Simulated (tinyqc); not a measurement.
Reflectance across the plasma edge: free-carrier optics of a doped semiconductor (Drude model).

eps(E) = ei [1 - Ep^2/(E^2 + i E Gam)], with Ep^2 = 8 pi c (e^2/(4 pi eps0)) N/(m ei), c = hbar^2/2m0, N in 1/angstrom^3 (1e-24 per 1/cm^3); Gam = hbar/tau, tau = mu m m0/e with m0/e = 5.685630e-12 kg/C and mu in m^2/(V s). Energies in meV.

n + i k = sqrt(eps1 + i eps2) with k >= 0; R = ((n - 1)^2 + k^2)/((n + 1)^2 + k^2) at normal incidence from vacuum; alpha = 2 E k/(hbar c), times 1e8 for 1/cm; loss function Im(-1/eps) = eps2/(eps1^2 + eps2^2).

Constants: hbar^2/2m0 = 3.80998211 eV angstrom^2; e^2/(4 pi eps0) = 14.39964547 eV angstrom; hbar = 6.58211957e-16 eV s; hbar c = 1973.269805 eV angstrom.

Values chosen for the exercise (mass and dielectric values near those of Si; N and mu are free inputs; interband absorption and the rise of the mass with filling are left out; not measured data):
- N = 1.7e+18 1/cm^3 (carrier density)
- m = 0.267 m0 (conductivity mass)
- mu = 200 cm^2/(V s) (mobility)
- ei = 11.59 (high-frequency dielectric constant)

Spectrum:

| E (meV) | eps1 | eps2 | R | alpha (1/cm) |
|---|---|---|---|---|
| 2.8 | -6.78 | 142.25 | 0.794 | 2.45e+03 |
| 8.3 | -4.70 | 42.55 | 0.668 | 4.10e+03 |
| 13.8 | -1.70 | 20.88 | 0.559 | 4.71e+03 |
| 19.3 | 1.17 | 11.71 | 0.430 | 4.50e+03 |
| 23.4 | 2.96 | 7.99 | 0.330 | 3.96e+03 |
| 27.5 | 4.43 | 5.64 | 0.258 | 3.27e+03 |
| 30.3 | 5.27 | 4.53 | 0.233 | 2.81e+03 |
| 34.4 | 6.28 | 3.35 | 0.221 | 2.25e+03 |
| 41.3 | 7.55 | 2.12 | 0.229 | 1.60e+03 |
| 55.0 | 9.08 | 0.99 | 0.253 | 915 |
| 82.6 | 10.39 | 0.32 | 0.277 | 410 |
| 137.6 | 11.14 | 0.07 | 0.290 | 149 |

What can be read from this table?

Ep = 27.5 meV and Gam = 21.7 meV. R is 0.794 at the lowest energy and lowest, 0.221, at 34.4 meV of those listed; without damping it would vanish at Ep sqrt(ei/(ei - 1)) = 28.8 meV. At the highest energy R is 0.290, against 0.298 for ei alone. Between the last two rows alpha goes as E^-1.99, where the Drude limit far above Ep and Gam is E^-2.

Run: tinyqc, `OMP_NUM_THREADS=1 python tinyqc.py 1681351 1681352 out.jsonl`; Intel(R) Xeon(R) Processor @ 2.30GHz, one thread, shared host; about 0.01 s of CPU time with all checks.
